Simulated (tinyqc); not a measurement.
Do the excited 1s states matter for ionisation? Model: valley-orbit splitting of a donor ground state, with strain. Computed by tinyqc, a small Python program. Command: `OMP_NUM_THREADS=1 python tinyqc.py 3029464 3029465 out.jsonl valleyorbit walk`. One thread of a shared host (Intel(R) Xeon(R) Processor @ 2.30GHz), about 0.01 s of CPU time with the checks.

The basis is the 1s envelope in each valley; energies are counted from the unstrained conduction-band edge. The strain is e_s (a a^T - 1/3) for the unit stress axis a, so valley j along n_j moves by Xi_u e_s w_j with w_j = (n_j.a)^2 - 1/3: +1/6 for x and y, -1/3 for z. The splitting at the zone boundary that a [110] shear adds for <100> valleys is left out.

Inputs (values chosen for the exercise, modelled on donors in silicon):
```
quantity                                    value   unit
single-valley binding energy E_0             30.9    meV
central-cell shift Lambda                   0.541    meV
coupling Delta_1                             3.96    meV
coupling Delta_2                             2.99    meV
shear deformation potential Xi_u              8.9     eV
donor density N_D                         1.6e+16  cm^-3
density-of-states mass of one valley m_e     0.33    m_0
```

Valleys: six along <100>. Stress axis: [110].

Constants: k_B = 8.617333262e-05 eV/K; m_0 = 9.1093837015e-31 kg; k_B = 1.380649e-23 J/K; h = 6.62607015e-34 J s.

Method:
- By symmetry: E(A1) = E_0 + Lambda + 4 Delta_1 + Delta_2 (one state), E(T2) = E_0 + Lambda - Delta_2 (three), E(E) = E_0 + Lambda - 2 Delta_1 + Delta_2 (two), as binding energies.
- H_jj = -(E_0 + Lambda) + Xi_u e_s w_j; H_jk = -Delta_2 between opposite valleys and -Delta_1 between perpendicular ones.
- z = sum over levels of exp(-(E - E_ground)/k_B T), the ground-state share being 1/z; N_c = 2 (2 pi m_e k_B T/h^2)^(3/2) sum_j exp(-(shift_j - lowest shift)/k_B T); n1 = N_c/(2 z) exp(-binding/k_B T), binding = lowest shift - E_ground; without compensation n = 2 N_D/(1 + sqrt(1 + 4 N_D/n1)) (Boltzmann statistics; p and higher states left out).
- No strain here. The last two columns set z = 1, with the A1 depth, or use one level at E_0 with z equal to the number of valleys.

E(A1) = 50.271 meV

Ionised share:
```
T (K)       z  all 1s states  ground state alone  no splitting
29     1.0006     2.2170e-04          2.2177e-04       0.00436
49     1.0243     1.9509e-02          1.9742e-02       0.07750
73     1.1393     1.6313e-01          1.7308e-01       0.30259
110    1.4633     5.5027e-01          6.1549e-01       0.65818
150    1.8728     8.0972e-01          8.8000e-01       0.84993
230    2.6008     9.5043e-01          9.7975e-01       0.95642
390    3.5536     9.8828e-01          9.9665e-01       0.98887
```

What follows from these numbers?

z grows from 1.001 to 3.55 of at most 6. Leaving out the excited states overstates the ionised share by up to 11.9 % (at 110 K); ignoring the splitting misses by a factor 19.6 at the lowest T and 1.00 at the highest.

Extremes, crossings and ranges named in words are read from the listed rows.
